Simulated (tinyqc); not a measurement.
Comparisons within one model: temperature and isotope dependence of a band gap in oscillator models. A value that a table varies takes the place of the one given here.

E(T) = E0 - sum_i sl_i th_i n_i(T), n = 1/(exp(th/T) - 1). The same coupling lowers the gap at 0 K by the zero-point term ZP = sum_i sl_i th_i/2, so the gap of the static lattice is E0 + ZP. Thermal expansion is taken as part of the slopes.

Two-parameter forms are made to pass through the falls at the two temperatures T12: Varshni aV T^2/(T + bV), from the line T^2/fall = (T + bV)/aV; one oscillator s1 t1/(exp(t1/T) - 1), with t1 from the ratio of the falls.

Constants: kB = 8.617333262e-05 eV/K; hbar^2/2m0 = 3.80998211 eV angstrom^2.

Values chosen for the exercise (near those of InP; the results hold for these values, not for the real material): E0 = 1.415 eV (gap at 0 K); th = (84, 351) K (temperatures of two oscillators); sl = (0.1659, 0.2291) meV/K (their high-temperature slopes); T12 = (200, 400) K (temperatures of the fits); mm = 0.21 m0 (geometric mean of the density-of-states masses); T = 500 K (temperature).

## How far the fits carry

Falls of the gap from E0, and errors of the two fits against the model.

Results:
```
T (K)  fall (meV)  Varshni - model (meV)  one oscillator - model (meV)  fall/ZP
20           0.21                   0.57                         -0.21    0.004
50           3.26                   1.03                         -2.02    0.069
100         13.06                   1.33                         -1.74    0.277
200         43.51                   0.00                          0.00    0.922
300         79.32                  -0.66                          0.33    1.681
400        116.88                   0.00                          0.00    2.477
600        193.89                   4.07                         -1.41    4.110
800        271.88                  10.28                         -3.24    5.763
```

What can be read from the table?

Below the first fit point the largest errors are +1.33 meV (Varshni, 100 K, on a fall of 13.06 meV) and -2.02 meV (one oscillator, 50 K); a T^2 law cannot freeze out; a single oscillator misses the soft modes. At 800 K, beyond the second fit point, they are +10.3 and -3.2 meV, so the oscillator extrapolates better here. The thermal fall equals ZP between 200 and 300 K.

## What the shift does to the intrinsic density

ni = 2 (mm kT/(4 pi c))^(3/2) exp(-E/2kT), c = hbar^2/2m0, with E(T) and with E0; 1 angstrom^-3 = 1e24 cm^-3. Apparent gap from an Arrhenius plot of ni/T^(3/2): E(T) - T dE/dT, dE/dT = -sum sl_i (th_i/T)^2 n_i (1 + n_i).

Results:
```
T (K)  E(T) (eV)  ni (cm^-3)  ni with E(T) / ni with E0  apparent gap (eV)
200       1.3715        6.90                      3.533             1.4399
250       1.3539    4.14e+04                      4.127             1.4437
300       1.3357    1.46e+07                      4.637             1.4465
350       1.3170    1.00e+09                      5.074             1.4486
400       1.2981    2.47e+10                      5.449             1.4502
500       1.2598    2.33e+12                      6.055             1.4525
700       1.1822    4.78e+14                      6.888             1.4552
```

What can be read from the table?

Using E0 in place of E(T) understates ni by a factor that rises from 3.53 to 6.89, towards exp(sum sl/2kB) = 9.9. The slope of an Arrhenius plot returns neither E(T) nor E0 but the intercept of the tangent, 1.4465 eV at 300 K, which lies 32 meV above E0 and tends to the static gap 1.4622 eV.

## What each parameter does

Gap at T, slope -sum sl_i (th_i/T)^2 n_i (1 + n_i) and ZP. Each row changes one parameter from the base and keeps the others.

Results:
```
case                         E(T) (eV)  dE/dT (meV/K)  ZP (meV)
base                            1.2598        -0.3854     47.17
T = 540 K                       1.2444        -0.3868     47.17
E0 = 1.425 eV                   1.2698        -0.3854     47.17
th = (84, 421) K                1.2658        -0.3815     55.19
sl = (0.2157, 0.2291) meV/K     1.2369        -0.4351     49.27
```

How do the results move?

The largest shifts from the base row, up to three for each result and ties (the steps differ in size, so this ranks the rows, not the parameters). E(T) (eV): sl -0.0229, T -0.0154, E0 +0.0100. dE/dT (meV/K): sl -0.0497, th +0.0039, T -0.0013; unchanged at the printed digits by E0. ZP (meV): th +8.02, sl +2.09; unchanged at the printed digits by T and E0.

Run: tinyqc, `OMP_NUM_THREADS=1 python tinyqc.py 1850899 1850900 out.jsonl`; Intel(R) Xeon(R) Processor @ 2.30GHz, one thread, shared host; about 0.01 s of CPU time with all checks.
